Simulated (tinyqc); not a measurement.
From binding energy back to electron mass m: donor or exciton in a quantum well (variational effective-mass method). Computed by tinyqc, a small Python program. Command: `OMP_NUM_THREADS=1 python tinyqc.py 3016389 3016390 out.jsonl welldonor inv`. One thread of a shared host (Intel(R) Xeon(R) Processor @ 2.30GHz), about 0.4 s of CPU time with the checks.

H = -nabla^2 - 2/|r - r_i| + V(z) in effective units; trial function psi = f(z) exp(-|r - r_i|/lambda), f the ground state of the well. Mass and screening are the same in well and barrier; l = L/a* is the width in effective units. Bands are flat: no polarisation or applied field.

Inputs (values chosen for the exercise, modelled on CdTe): dielectric constant eps = 10.6; well width L = 21 nm; donor position z_i/L from the centre = 0.3; barrier height V_0 = 0.17 eV.

Centre: donor. Barriers: finite.

Constants: Ry = 13.605693123 eV; a_0 = 0.529177210903 angstrom.

Method:
- Ry* = Ry m/eps^2, a* = a_0 eps/m; l = L/a*.
- k solves k tan(k l/2) = sqrt(v - k^2), v = V_0/Ry*, 0 < k l/2 < pi/2 (bisection); f = cos(k z) inside and cos(k l/2) exp(-kappa (|z| - l/2)) outside, kappa = sqrt(v - k^2); subband energy k^2 Ry*.
- Binding E_b(lambda) = -1/lambda^2 + 4 A/(lambda B), with A = int f^2 exp(-2 s/lambda) dz, B = int f^2 exp(-2 s/lambda)(1 + 2 s/lambda) dz and s = |z - z_i|; 40 Gauss-Legendre points on each piece between the walls at z = -l/2 and l/2 and z_i, and out to 12/(kappa + 1/lambda) beyond the walls.
- Golden-section search for the maximum over lambda from 0.3 to 4, 40 steps.

Question. A run gave the result below. Find the electron mass m, known to lie between 0.094 and 0.14 m_0.

binding energy = 13.66846 meV

Answer.

Each step takes the trial c = (a f_b - b f_a)/(f_b - f_a), f being the result less the target and a, b, c the logarithms of the listed values; c replaces end b, the old b replaces a if the sign of f changed, and otherwise f_a is halved.

Scan of the range:
```
electron mass m (m_0)  binding energy (meV)
0.094                               12.1855
0.100                               12.7646
0.107                               13.4505
0.115                               14.2490
0.123                               15.0639
0.131                               15.8950
0.140                               16.8485
```

False position (Illinois rule, in the logarithm of the input) inside the bracket:
```
step     end a     end b     trial  binding energy (meV)
1     0.107000  0.115000  0.109127               13.6612
2     0.115000  0.109127  0.109198               13.6682
3     0.115000  0.109198  0.109202               13.6687
4     0.109198  0.109202  0.109200               13.6685
```

Binding energy rises at every point of a 13-point scan of the range (every second point is shown), so one value fits; it is bracketed by 0.107 and 0.115. Answer: electron mass m = 0.1092 m_0.
